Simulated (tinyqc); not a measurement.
Worked calculation: avalanche multiplication and breakdown of a junction from ionisation integrals. Computed by tinyqc, a small Python program that keeps every step. Command: `OMP_NUM_THREADS=1 python tinyqc.py 3007768 3007769 out.jsonl impact walk`. One thread of a shared host (Intel(R) Xeon(R) Processor @ 2.30GHz), about 0.01 s of CPU time with the checks. Intermediate numbers are printed to about 5 digits and carried at full precision; extremes and crossings named in words are read from the listed rows.

Ionisation coefficients follow the local field. Position x runs through the depletion layer from the p side (x = 0), where electrons enter, to the n side (x = w), where holes enter. The built-in voltage is neglected.

Inputs (values chosen for the exercise, modelled on silicon):
```
quantity                                        value        unit
electron prefactor a_n                         730000        1/cm
electron field b_n                           1.26e+06        V/cm
hole prefactor a_p                           1.58e+06        1/cm
hole field b_p                               2.01e+06        V/cm
exponent c                                          1           -
permittivity eps                                 11.7           -
drift-layer mobility mu                          1400  cm^2/(V s)
doping N of the lightly doped side              4e+15      1/cm^3
layer width W                                    0.75  micrometre
bias as a fraction of the breakdown voltage      0.71           -
```

Junction: punch-through p+ n- n+.

Constants: e = 1.602176634e-19 C; eps_0 = 8.8541878128e-12 F/m.

## Breakdown

alpha_n = a_n exp(-(b_n/F)^c), alpha_p = a_p exp(-(b_p/F)^c). Field F = F_m - e N x/(eps eps_0) over the layer, w = W, V = F_m W - e N W^2/(2 eps eps_0); valid while F > 0 at x = W. With Phi(x) = int_0^x (alpha_n - alpha_p) dx': 1 - 1/M_n = I_n = int_0^w alpha_n exp(-Phi) dx and M_p = M_n exp(-Phi(w)); trapezoid rule on 401 even points; breakdown at I_n = 1. Solve I_n(F_m) = 1.

critical field F_m = 0.38783 MV/cm

width at breakdown = 0.75 micrometre

breakdown voltage = 27.347 V

## Coefficients at the critical field

The formulas are those given above.

alpha_n = 28337 1/cm

alpha_p = 8868.0 1/cm

ratio k = alpha_p/alpha_n = 0.31295

shorter ionisation length = 0.35290 micrometre

Electrons ionise more readily at the peak field.

## Field and integrand below breakdown

Bias V = fraction times the breakdown voltage.

peak field = 0.28208 MV/cm

Every 50th point:
```
x (micrometre)  F (MV/cm)  alpha_n (1/cm)  alpha_p (1/cm)      Phi  I_n up to x
0.00000           0.28208          8383.8          1270.8  0.00000      0.00000
0.09375           0.27628          7633.4          1094.3  0.06398      0.07270
0.18750           0.27049          6922.3           936.2  0.12267      0.13484
0.28125           0.26469          6250.6           795.5  0.17629      0.18799
0.37500           0.25889          5618.3           671.1  0.22503      0.23350
0.46875           0.25309          5025.4           561.7  0.26912      0.27245
0.56250           0.24729          4471.5           466.2  0.30880      0.30577
0.65625           0.24149          3956.5           383.6  0.34430      0.33425
0.75000           0.23569          3479.8           312.5  0.37588      0.35855
```

## Multiplication and noise

M_n = 1/(1 - I_n), M_p = M_n exp(-Phi(w)); McIntyre excess noise for the carrier with the larger M, F_x = k M + (1 - k)(2 - 1/M), with k = (smaller M - 1)/(larger M - 1).

M_n = 1.5590

M_p = 1.0705

effective k = 0.12616

excess noise factor = 1.3838

Injecting electrons gives the larger gain and, at equal gain, the lower noise.

## On-resistance of the drift layer

R_on = w/(e mu N) with w the width at breakdown; figure of merit V_B^2/R_on; for a triangular field it equals eps eps_0 mu F_m^3/4.

specific on-resistance = 0.083592 milliohm cm^2

V_B^2/R_on = 8.9466 MW/cm^2

eps eps_0 mu F_m^3/4 = 21.150 MW/cm^2

The punch-through design reaches 0.423 times the triangular value at the same peak field; at fixed F_m the best ratio is 32/27 = 1.185.

## Gain against bias and Miller's formula

Miller's exponent n is defined by 1 - 1/M = (V/V_B)^n for the larger M.

Gain:
```
V/V_B   V (V)  F_m (MV/cm)     M_n     M_p  Miller exponent n
0.50   13.674      0.20551   1.061   1.003             4.1106
0.60   16.408      0.24198   1.199   1.015             3.5198
0.70   19.143      0.27844   1.512   1.062             3.0374
0.80   21.878      0.31490   2.237   1.214             2.6546
0.90   24.612      0.35136   4.538   1.809             2.3623
0.95   25.980      0.36960   9.187   3.109             2.2466
0.98   26.800      0.38053  23.148   7.089             2.1859
0.99   27.074      0.38418  46.416  13.751             2.1671
```

The larger gain passes 2 between 0.700 and 0.800 of V_B and reaches 46.4 at 0.99. Miller's exponent runs from 2.2 to 4.1, so it is not a constant: a fit holds over a narrow range only. From the first row to the last the voltage grows by a factor 1.98 and the peak field by 1.87.

Checks made by the program: the hole form of the condition, int alpha_p exp(Phi(w) - Phi) dx = 1 (relative difference 4e-06).
